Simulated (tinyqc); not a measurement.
Ballistic Schottky-barrier transistor with a one-dimensional channel, WKB contacts: two steps of the calculation.

Source Fermi level 0, drain Fermi level -Vd. Far from the contacts Ec = pn - psi, and the gate moves psi one to one; the band edges relax as exp(-x/lam) from pn at the source and pn - Vd at the drain; Ev = Ec - Eg. A carrier of energy w inside the channel band meets at a contact a barrier of height D (the contact edge beyond the channel edge): T = 1 for w >= D, else exp(-S), S = 4 lam sqrt(m/C) [sqrt(D - w) - sqrt(w) arctan sqrt((D - w)/w)], C = hbar^2/(2 m0). The two contacts combine as Ts Td/(Ts + Td - Ts Td).

Parameters, values chosen for the exercise; channel values close to those of a germanium nanowire: temperature T = 300 K; barrier for electrons at both contacts pn = 0.47 eV; electron mass mn = 0.12 m0; valleys or subbands g = 2; screening length at the contacts lam = 3 nm; drain bias Vd = 0.05 V; band shift psi of the channel by the gate ps = 0.37 V; energy of one carrier inside the channel band w0 = 0.16 eV; upper end of the grid wm = 0.55 eV; points of the grid nE = 15.

Constants: q = 1.602176634e-19 C, kB = 1.380649e-23 J/K, hbar = 1.054571817e-34 J s, h = 6.62607015e-34 J s, m0 = 9.1093837015e-31 kg, Vt = kB T/q, hbar^2/(2 m0) = 0.0380998212 eV nm^2. Results are converted to the units shown.

Problem 1. Transmission of one of the electrons. S and T at both contacts for w = w0, and the tunnelling distance lam ln(D/w) at the higher barrier.

D for electrons (eV): source 0.37000000, drain 0.32000000

Wanted: S at the source; S at the drain; combined T; tunnelling distance.

Solution 1.

S at the source = 2.491
S at the drain = 1.828
combined T = 0.05780
tunnelling distance = 2.515 nm

Problem 2. Current of the electrons on a coarse grid. I = g (2 q^2/h) int T(w) [f(Es + w) - f(Ed + w)] dw, f(y) = 1/(1 + exp(y/Vt)). Electrons: Ds = psi, Dd = psi - Vd, Es = Ec, Ed = Ec + Vd. Holes: Ds = -psi, Dd = Vd - psi, Es = -Ev, Ed = -Ev - Vd. The size of each current is taken; both flow from drain to source and add. Simpson's rule on nE equally spaced w from 0 to wm.

Give: w; Ts; Td; T; size of the supply difference; current.

Solution 2.

```
point   w (eV)         Ts         Td          T  size of the supply difference
0      0.00000  2.3662e-6  5.8611e-6  1.6857e-6                       0.017457
1      0.03929  8.9587e-4  0.0021038  6.2871e-4                      0.0038907
2      0.07857  0.0068826   0.015268  0.0047667                      8.5473e-4
3      0.11786   0.027491   0.057357   0.018936                      1.8717e-4
4      0.15714   0.077542    0.15130   0.054038                      4.0960e-5
5      0.19643    0.17357    0.31437    0.12591                      8.9620e-6
6      0.23571    0.32660    0.54307    0.25620                      1.9608e-6
7      0.27500    0.53273    0.79873    0.46968                      4.2901e-7
8      0.31429    0.76417    0.99039    0.75855                      9.3864e-8
9      0.35357    0.95970     1.0000    0.95970                      2.0537e-8
10     0.39286     1.0000     1.0000     1.0000                      4.4932e-9
11     0.43214     1.0000     1.0000     1.0000                     9.8307e-10
12     0.47143     1.0000     1.0000     1.0000                     2.1509e-10
13     0.51071     1.0000     1.0000     1.0000                     4.7059e-11
14     0.55000     1.0000     1.0000     1.0000                     1.0296e-11
```

current = 8.7512e-5 uA

Range of the model: No scattering, image-force lowering, channel charge or band-to-band tunnelling; parabolic kappa overstates S deep in the gap.

Program tinyqc, `OMP_NUM_THREADS=1 python tinyqc.py 2390120 2390121 out.jsonl`; Intel Xeon 2.30GHz, shared host, one thread, about 0.03 s.
